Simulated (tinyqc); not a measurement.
Luttinger-Kohn k.p, four valence bands, step by step. One step of it, computed by the program tinyqc.

Problem. Levels at k. Diagonalise the Hermitian matrix.

H(k) at k (eV), order 3/2, 1/2, -1/2, -3/2:
$$\begin{pmatrix}
0.012791 & 0.000261+0.006010i & 0.002160-0.000301i & 0.000000 \\
0.000261-0.006010i & 0.014067 & 0.000000 & 0.002160-0.000301i \\
0.002160+0.000301i & 0.000000 & 0.014067 & -0.000261-0.006010i \\
0.000000 & 0.002160+0.000301i & -0.000261+0.006010i & 0.012791
\end{pmatrix}$$

Give: eigenvalues.

Solution.

eigenvalues (eV): [0.007, 0.007, 0.020, 0.020]
